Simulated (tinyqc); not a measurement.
Millisecond and nanosecond annealing: surface heating, thermal budget and solid-phase regrowth: one step, computed by the program tinyqc. Command: `OMP_NUM_THREADS=1 python tinyqc.py 3030331 3030332 out.jsonl flash walk`. One thread of a shared host (Intel(R) Xeon(R) Processor @ 2.30GHz), about 0.01 s of CPU time with the checks.

A square pulse heats the surface of a thick wafer with constant thermal properties; losses by radiation are neglected and silicon melts at 1414 C.

Problem. Peak temperature. Absorbed flux q = (1 - R) fluence/t_p; kappa = k/c. With f(z, t) = (2 q/k) sqrt(kappa t) ierfc(z/(2 sqrt(kappa t))), ierfc(x) = exp(-x^2)/sqrt(pi) - x erfc(x): T = T0 + f(z, t) during the pulse and T0 + f(z, t) - f(z, t - t_p) after it. At the surface the rise at the end of the pulse is 2 q sqrt(t_p/(pi k c)); the fluence that just melts the surface scales with (1414 - T0).

Inputs (values chosen for the exercise, modelled on hot silicon with boron): incident fluence = 5.41 J/cm^2; pulse length t_p = 5.3e-05 s; reflectance R = 0.49; thermal conductivity k = 0.25 W/(cm K); heat capacity per volume c = 2.32 J/(cm^3 K); preheat temperature T0 = 700 C.

Source: scanned laser.

Give: absorbed flux q; kappa; thermal length sqrt(kappa t_p); peak temperature; fluence at the melting threshold.

Solution.

absorbed flux q = 52058 W/cm^2

kappa = 0.10776 cm^2/s

thermal length sqrt(kappa t_p) = 23.898 um

peak temperature = 1261.5 C

fluence at the melting threshold = 6.8790 J/cm^2
